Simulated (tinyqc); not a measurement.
## Inductance and parasitic capacitance from two readings

Problem. A loss-free coil L in parallel with C shows the apparent inductance L/(1 - w^2 L C), w = 2 pi f. Find L, C and the self-resonance 1/(2 pi sqrt(L C)).

apparent inductance at 4.2 and 6.5 GHz (nH): 3.1331190  5.4599510

Solution. The inverse of the reading is 1/L - w^2 C, a straight line in w^2.

L = 2.400 nH
C = 140.0 fF
self-resonance = 8.683 GHz

Program tinyqc, `OMP_NUM_THREADS=1 python tinyqc.py 2302213 2302214 out.jsonl`; Intel Xeon 2.30GHz, shared host, one thread, about 0.01 s.
